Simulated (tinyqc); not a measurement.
## Band offsets from two capacitances

Problem. A p-n heterojunction (1: p-type, 2: n-type) in the depletion approximation obeys 1/C^2 = 2 (er1 N1 + er2 N2)(Vbi - V)/(q eps0 er1 er2 N1 N2), with Vbi = dEc + Eg1 - Vt ln(Nc2 Nv1/(N1 N2)), dEc = Ec2 - Ec1 and dEv = Eg2 - Eg1 - dEc. Find N2, Vbi, dEc and dEv.

Inputs (values chosen for the exercise); band and dielectric values close to those of AlGaAs and GaAs:
```
symbol,value,unit,meaning
T,250,K,temperature
Eg1,1.79,eV,band gap of material 1
er1,12,,relative permittivity of material 1
Nv1,8.29e18,cm^-3,valence-band density of states of material 1
Eg2,1.42,eV,band gap of material 2
er2,12.9,,relative permittivity of material 2
Nc2,3.39e17,cm^-3,conduction-band density of states of material 2
N1,3e17,cm^-3,acceptor density of material 1
```

Constants: q = 1.602176634e-19 C, kB = 1.380649e-23 J/K, Vt = kB T/q, eps0 = 8.8541878128e-14 F/cm where lengths are in cm. Results are converted to the units shown.

C at V = -0.2 and -2.9 V (nF/cm^2): [26.501611, 16.223354]

Answer. The slope of 1/C^2 against -V is (2/(q eps0)) (1/(er2 N2) + 1/(er1 N1)), which gives N2; the intercept is Vbi, and the offsets follow.

N2 = 1.300e16 cm^-3
Vbi = 1.418 V
dEc = -0.2300 eV
dEv = -0.1400 eV

Program tinyqc, `OMP_NUM_THREADS=1 python tinyqc.py 2040149 2040150 out.jsonl`; Intel Xeon 2.30GHz, shared host, one thread, about 0.07 s.
